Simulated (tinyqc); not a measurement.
Worked calculation: FCI on RHF in the 6-31g basis, for H2, spin multiplicity 1. One step of it, computed by the program tinyqc.

Task: FCI: roots. Diagonalise (each vector has its largest component positive (the first on a tie)); all determinants have Ms = 0, so triplets appear too. The lowest singlet root is the correlation energy.

Occupation strings over the orbitals (2 doubly, a alpha, b beta, 0 empty; spin orbitals ordered 1a 1b 2a 2b ...): 2000 a0b0 b0a0 0200 0a0b 0020 0b0a 0002

H - E(HF) between determinants (hartree), lower triangle:
```
           2000       a0b0       b0a0       0200       0a0b      0020       0b0a      0002
2000   0.000000
a0b0   0.000000   1.009242
b0a0   0.000000  -0.096971   1.009242
0200   0.102702   0.003549  -0.003549   0.858241
0a0b  -0.080936  -0.113141   0.044158   0.127680   1.641814
0020   0.096971  -0.021064   0.021064   0.035707  -0.029709  2.051625
0b0a   0.080936   0.044158  -0.113141  -0.127680  -0.079981  0.029709   1.641814
0002   0.115111   0.125683  -0.125683   0.079981   0.032406  0.164864  -0.032406  2.576829
```

Give: lowest roots of this matrix, relative to E(HF); lowest vectors; <S^2> of these roots; weight of the ground state by excitation level 0, 1, 2, ....

Result:

lowest roots of this matrix, relative to E(HF) (hartree): -0.0306  0.8307  0.9050  1.0496  1.5691  1.7915  2.0197  2.6537

lowest vectors:
```
       root 1   root 2  root 3   root 4
2000   0.9873   0.1367  0.0000  -0.0152
a0b0   0.0118  -0.0812  0.7032   0.6779
b0a0  -0.0118   0.0812  0.7032  -0.6779
0200  -0.1251   0.9622  0.0000   0.1543
0a0b   0.0558  -0.1401  0.0739   0.1361
0020  -0.0388  -0.0443  0.0000   0.0540
0b0a  -0.0558   0.1401  0.0739  -0.1361
0002  -0.0398  -0.0320  0.0000  -0.1301
```

<S^2> of these roots: 0.0000  0.0000  2.0000  0.0000  2.0000  0.0000  0.0000  0.0000

weight of the ground state by excitation level 0, 1, 2, ...: 0.9747  0.0003  0.0250
